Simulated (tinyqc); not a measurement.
Lorentz oscillators and the Kramers-Kronig relations: one step. Optical constants. Three cases, with inputs chosen for the exercise.

Task: Convert eps at the photon energy E into the optical constants.

n + i k = sqrt(eps1 + i eps2) with k >= 0; R = ((n - 1)^2 + k^2)/((n + 1)^2 + k^2) at normal incidence from vacuum; alpha = 2 E k/(hbar c), times 1e8 for 1/cm; loss function Im(-1/eps) = eps2/(eps1^2 + eps2^2).

Constants: hbar c = 1973.269805 eV angstrom.

Give: n; k; R; alpha; loss function; vacuum wavelength hc/E (hc = 1239.841984 eV nm).

Case 1.

Values chosen: E = 4.21 eV (photon energy).
eps(E) = 2.832327+0.316820i

Result:

n = 1.6856
k = 0.0940
R = 0.0663
alpha = 4.01e+04 1/cm
loss function = 0.0390
vacuum wavelength hc/E (hc = 1239.841984 eV nm) = 294.5 nm

The intensity falls to 1/e within 249 nm.

Case 2.

Values chosen: E = 9.46 eV (photon energy).
eps(E) = -0.408901+5.863887i

Result:

n = 1.6537
k = 1.7730
R = 0.3506
alpha = 1.70e+06 1/cm
loss function = 0.1697
vacuum wavelength hc/E (hc = 1239.841984 eV nm) = 131.1 nm

The intensity falls to 1/e within 5.88 nm. eps1 is negative, so k exceeds n, as in a metal below its plasma energy; R is 0.35.

Case 3.

Values chosen: E = 1.85 eV (photon energy).
eps(E) = 11.738339+1.512861i

Result:

n = 3.4332
k = 0.2203
R = 0.3030
alpha = 4.13e+04 1/cm
loss function = 0.0108
vacuum wavelength hc/E (hc = 1239.841984 eV nm) = 670.2 nm

The intensity falls to 1/e within 242 nm.

Computed by tinyqc, one run a case: `OMP_NUM_THREADS=1 python tinyqc.py N N+1 out.jsonl` with N = 1680603, 1680752, 1680966; one thread of a shared Intel(R) Xeon(R) Processor @ 2.30GHz, about 0.2 s a run at most.
